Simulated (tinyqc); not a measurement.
From results back to parameters: heterojunction of two tight-binding chains. Four cases, with inputs chosen for the exercise.

Problem. A state bound at the interface below both bands solves E - 2 t1 - U + t1 z1 + (tc^2/t2) z2 = 0, with z the root of z + 1/z = 2 - (E - bottom)/t that has |z| < 1. Its energy was computed for a hidden U.

Left chain: hopping -t1, sites at 2 t1 (band bottom 0). Right chain: hopping -t2, sites at dE + 2 t2 (bottom dE). t = c/(m a^2), c = hbar^2/2m0. The bond across the interface is -tc with tc = f sqrt(t1 t2), and the last left site has the extra energy U. In a chain E = bottom + 2t (1 - cos(ka)); the surface Green function of a half chain is g = -exp(ika)/t, with Im k > 0 where cos(ka) > 1.

Constants: hbar^2/2m0 = 3.80998211 eV angstrom^2.

Case 1.

Values chosen (masses and offset of the size met at InGaAs / InP; the results hold for these values, not for the real material): a = 4 angstrom (site spacing); m1 = 0.043 m0 (mass on the left); m2 = 0.08 m0 (mass on the right); dE = 0.2 eV (band offset); f = 1 (factor on the interface hopping).

E = -0.006382 eV

Case 2.

Values chosen (masses and offset of the size met at InGaAs / InP; the results hold for these values, not for the real material): a = 5.65 angstrom (site spacing); m1 = 0.045 m0 (mass on the left); m2 = 0.084 m0 (mass on the right); dE = 0.25 eV (band offset); f = 1.27 (factor on the interface hopping).

E = -0.294465 eV

Case 3.

Values chosen (masses and offset of the size met at GaN / AlGaN; the results hold for these values, not for the real material): a = 4 angstrom (site spacing); m1 = 0.216 m0 (mass on the left); m2 = 0.254 m0 (mass on the right); dE = 0.43 eV (band offset); f = 1 (factor on the interface hopping).

E = -0.092429 eV

Case 4.

Values chosen (masses and offset of the size met at Si / SiGe; the results hold for these values, not for the real material): a = 5.65 angstrom (site spacing); m1 = 0.204 m0 (mass on the left); m2 = 0.218 m0 (mass on the right); dE = 0.12 eV (band offset); f = 1 (factor on the interface hopping).

E = -0.552232 eV

Find: z1, z2; U.

Solution. Form the hoppings, solve the two quadratics for z, and read U from the equation, which is linear in it.

Case 1.

z1, z2: 0.9666  0.7691

U = -1.47 eV

Case 2.

z1, z2: 0.7177  0.5436

U = -1.37 eV

Case 3.

z1, z2: 0.7493  0.4818

U = -0.94 eV

Case 4.

z1, z2: 0.3918  0.3471

U = -1.29 eV

Computed by tinyqc, one run a case: `OMP_NUM_THREADS=1 python tinyqc.py N N+1 out.jsonl` with N = 1450071, 1450142, 1450274, 1450349; one thread of a shared Intel(R) Xeon(R) Processor @ 2.30GHz, about 0.01 s a run at most.
